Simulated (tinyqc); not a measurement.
Effective mass of the light-hole band from tabulated energies: one step. Least squares over all points. Two cases, with inputs chosen for the exercise.

Problem. Fit E = a k^2 (a = sum k^2 E/sum k^4), then E = a k^2 + b k^4 from the normal equations; E in eV; m = c/a.

c = hbar^2/2m0.
Constants: hbar^2/2m0 = 3.80998211 eV angstrom^2.

Give: sums of k^4, k^6, k^8; sums of k^2 E, k^4 E; a, one term; a and b, two terms; m, one and two terms.

Case 1.

Energies along [110], from the band edge downward:

| k (1/angstrom) | E (meV) |
|---|---|
| 0.0000000 | 0.000000 |
| 0.0037000 | 1.258400 |
| 0.0074000 | 4.992200 |
| 0.0111000 | 11.080100 |
| 0.0148000 | 19.327300 |
| 0.0185000 | 29.476600 |
| 0.0222000 | 41.221200 |
| 0.0259000 | 54.219700 |
| 0.0296000 | 68.113200 |

reference mass (curvature of the model at k = 0.0001 1/angstrom) = 0.0413351 m0

Solution.

sums of k^4, k^6, k^8: 1.6440e-06  1.1468e-09  8.6704e-13

sums of k^2 E, k^4 E: 0.00013234  9.1261e-08

a, one term = 80.499 eV angstrom^2

a and b, two terms: 91.46  -1.571e+04

m, one and two terms (m0): 0.04733  0.04166

The parabola over all points errs by +14.5 % because the weights k^4 favour the outer points; the second term brings the error to +0.8 %.

Case 2.

Energies along [100], from the band edge downward:

| k (1/angstrom) | E (meV) |
|---|---|
| 0.0000000 | 0.000000 |
| 0.0029000 | 0.698800 |
| 0.0058000 | 2.783400 |
| 0.0087000 | 6.218900 |
| 0.0116000 | 10.948700 |
| 0.0145000 | 16.896700 |
| 0.0174000 | 23.970500 |
| 0.0203000 | 32.064100 |
| 0.0232000 | 41.061900 |

reference mass (curvature of the model at k = 0.0001 1/angstrom) = 0.0457876 m0

Solution.

sums of k^4, k^6, k^8: 6.2043e-07  2.6586e-10  1.2348e-13

sums of k^2 E, k^4 E: 4.8168e-05  2.0522e-08

a, one term = 77.636 eV angstrom^2

a and b, two terms: 82.96  -1.243e+04

m, one and two terms (m0): 0.04907  0.04592

The parabola over all points errs by +7.2 % because the weights k^4 favour the outer points; the second term brings the error to +0.3 %.

Computed by tinyqc, one run a case: `OMP_NUM_THREADS=1 python tinyqc.py N N+1 out.jsonl` with N = 1880734, 1880994; one thread of a shared Intel(R) Xeon(R) Processor @ 2.30GHz, about 0.01 s a run at most.
